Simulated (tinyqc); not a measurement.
Inside a calculation. Method: coherent transport through a tight-binding region between two chains. Computed by tinyqc, a small Python program that keeps every step. Settings: temperature = 300, mu = -0.23. Command: `OMP_NUM_THREADS=1 python tinyqc.py 29660 29661 out.jsonl` (the two numbers bound the seeds that draw the settings). One thread of a shared host (Intel(R) Xeon(R) Processor @ 2.60GHz), about 0.1 s of CPU time with the checks.

## Transmission at E = -0.01 eV

H of the central region (eV), lower triangle:
```
         1        2        3        4        5       6
1   0.8000
2  -1.6600  -0.8000
3   0.0000  -1.6600   0.7700
4   0.0000   0.0000  -1.6600   0.6100
5   0.0000   0.0000   0.0000  -1.6600  -0.6600
6  -1.6600   0.0000   0.0000   0.0000  -1.6600  0.5000
```

Leads: semi-infinite chains with site energy 0:

| parameter | value |
|---|---|
| lead hopping t (eV) | 2.540000 |
| coupling to the left lead (eV) | 1.020000 |
| coupling to the right lead (eV) | 0.290000 |
| left contact site | 1 |
| right contact site | 4 |

E = -0.0100 eV

Surface Green function g = (E - i sqrt(4 t^2 - E^2)) / (2 t^2); self-energy tc^2 g on each contact site; G = (E - H - Sigma)^(-1); Gamma = -2 Im Sigma; T = Gamma_L Gamma_R |G_LR|^2; local density of states -Im G_ii / pi.

g = -0.0008-0.3937i 1/eV

G (1/eV), lower triangle:
```
                 1                2                3                4
1   0.0556-0.0058i
2   0.2798-0.0058i   0.0824-0.0322i
3  -0.1888+0.0085i   0.2834+0.0211i   0.0539-0.0186i
4  -0.3685+0.0098i   0.0507+0.0421i   0.3443-0.0298i   0.1111-0.0562i
5   0.0514+0.0025i  -0.2636-0.0064i   0.0741+0.0006i   0.2984+0.0067i
6   0.3483-0.0108i   0.0525-0.0396i  -0.3733+0.0296i  -0.2279+0.0536i

                5               6
5  0.0375-0.0040i
6  0.2893-0.0051i  0.1147-0.0516i
```

local density of states (1/eV): 0.0018  0.0103  0.0059  0.0179  0.0013  0.0164

transmission = 0.0074

## Transmission across the band

The same steps on a grid of energies.

T(E):

| E (eV) | T |
|---|---|
| -4.826000 | 4.74e-06 |
| -4.343400 | 4.72e-05 |
| -3.860800 | 4.41e-04 |
| -3.378200 | 0.0236 |
| -2.895600 | 0.0107 |
| -2.413000 | 0.0081 |
| -1.930400 | 0.0064 |
| -1.447800 | 0.0116 |
| -0.965200 | 0.2630 |
| -0.482600 | 0.0169 |
| 0.000000 | 0.0073 |
| 0.482600 | 0.0062 |
| 0.965200 | 0.0093 |
| 1.447800 | 0.1249 |
| 1.930400 | 0.0049 |
| 2.413000 | 0.2520 |
| 2.895600 | 0.0254 |
| 3.378200 | 0.0288 |
| 3.860800 | 0.0162 |
| 4.343400 | 4.05e-04 |
| 4.826000 | 2.48e-05 |

levels of the isolated region (eV): -3.2128  -2.0044  -0.9939  1.4916  2.3346  3.6049

## Current

I = (2e/h) int T(E) [f(E - mu - V/2) - f(E - mu + V/2)] dE at 300 K with mu = -0.23 eV, the bias not changing H; 2e^2/h = 77.48092 microsiemens; the integral runs over the band on 4001 points.

Current:

| V (volt) | I (microampere) |
|---|---|
| 0.0100 | 0.0076 |
| 0.0500 | 0.0380 |
| 0.1000 | 0.0762 |
| 0.2000 | 0.1536 |
| 0.4000 | 0.3179 |
| 0.8000 | 0.7446 |
